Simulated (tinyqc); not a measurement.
The same layer on three faces: band edges of strained Si(1-x)Ge(x) on relaxed Si(1-y)Ge(y).

Values are linear in the Ge fraction but for ED(x) = linear - CD x (1 - x) and a(x) = linear - Ca x (1 - x). Energies are on the common scale of Ev.

Coherent growth: e_par = (a(y) - a(x))/a(x). (001): e_perp = -2 (C12/C11) e_par; exx = eyy = e_par, ezz = e_perp, no shear. (111): e_perp = -(2 C11 + 4 C12 - 4 C44)/(C11 + 2 C12 + 4 C44) e_par; exx = eyy = ezz = (2 e_par + e_perp)/3 and exy = eyz = ezx = (e_perp - e_par)/3. (110): e_perp = -(C11 + 3 C12 - 2 C44)/(C11 + C12 + 2 C44) e_par; exx = eyy = (e_par + e_perp)/2, ezz = e_par, exy = (e_perp - e_par)/2, eyz = ezx = 0.

A valley with unit axis u lies at Ev + gap + (av + a_valley) tr(e) + Xu (u.e.u - tr(e)/3); the Delta axes are x, y, z and the L axes [111], [1-1-1], [-11-1], [-1-11]. The second-order shift of the Delta valleys under shear is left out; it lowers the pair normal to the sheared plane by tens of meV at a shear of 1 %.

Valence edges: Ev plus the levels of the 6 x 6 matrix of X, Y, Z times spin with -Dso/3 + l exx + m (eyy + ezz) on the diagonal (cyclic), n exy off it, l = av + 2 b, m = av - b, n = sqrt(3) d. Spin-orbit term (Dso/3) L.sigma on X, Y, Z with (L_k)_ij = -i epsilon_kij: <X+|H|Y+> = -i Dso/3, <X+|H|Z-> = Dso/3, <Y+|H|Z-> = -i Dso/3, <Z+|H|X-> = -Dso/3, <Z+|H|Y-> = i Dso/3, <X-|H|Y-> = i Dso/3, and their conjugates; + and - are the spin along z.

Parameters, chosen for this exercise (end members near Si and Ge, in this order; shifted at random, so the results belong to these values and not to a real crystal):
- a = (5.433, 5.651) angstrom (lattice constant)
- Dso = (0.044, 0.288) eV (spin-orbit splitting)
- av = (2.43, 1.23) eV (valence hydrostatic potential)
- b = (-2.12, -2.54) eV (tetragonal shear potential)
- d = (-4.74, -5.34) eV (trigonal shear potential)
- C11 = (165.8, 128) GPa
- C12 = (64.2, 47.7) GPa
- C44 = (79.6, 67.4) GPa
- Ev = (0, 0.63) eV (top of the unstrained valence band)
- ED = (1.16, 0.913) eV (gap to the Delta valleys)
- EL = (2.024, 0.733) eV (gap to the L valleys)
- aD = (1.73, 1.28) eV (hydrostatic potential of the Delta gap)
- aL = (-3.02, -2.66) eV (hydrostatic potential of the L gap)
- XuD = (8.99, 9.52) eV (uniaxial potential, Delta)
- XuL = (16.48, 14.67) eV (uniaxial potential, L)
- CD = 0.187 eV (bowing of the Delta gap)
- Ca = 0 angstrom (bowing of the lattice constant)
- x = 0.2 (Ge fraction of the layer)
- y = 0 (Ge fraction of the relaxed buffer)

dEc = Ec(buffer) - Ec(layer), dEv = Ev(layer) - Ev(buffer); buffer edges Ev(y) and Ev(y) + min(ED, EL). The digit behind Delta or L counts whole valleys.

Results:

| face | e_par (%) | lowest valleys | gap (eV) | next valleys above (meV) | valence splitting (meV) | dEc (eV) | dEv (eV) | Delta spread (meV) | L spread (meV) |
|---|---|---|---|---|---|---|---|---|---|
| (001) | -0.80 | Delta4 | 0.991 | 128 | 39 | 0.034 | 0.136 | 128 | 0 |
| (111) | -0.80 | Delta6 | 1.028 | 702 | 40 | 0.001 | 0.130 | 0 | 163 |
| (110) | -0.80 | Delta2 | 0.993 | 54 | 41 | 0.035 | 0.132 | 54 | 128 |

On (001) only the Delta valleys split (128 meV), on (111) only the L valleys (163 meV), on (110) both (54 and 128 meV). The lowest valleys are Delta4 on (001), Delta6 on (111) and Delta2 on (110); the smallest gap is 0.991 eV on (001) and the largest 1.028 eV on (111).

(tinyqc, `OMP_NUM_THREADS=1 python tinyqc.py 1051085 1051086 out.jsonl`, Intel(R) Xeon(R) Processor @ 2.30GHz, 1 thread, shared host, about 0.01 s.)
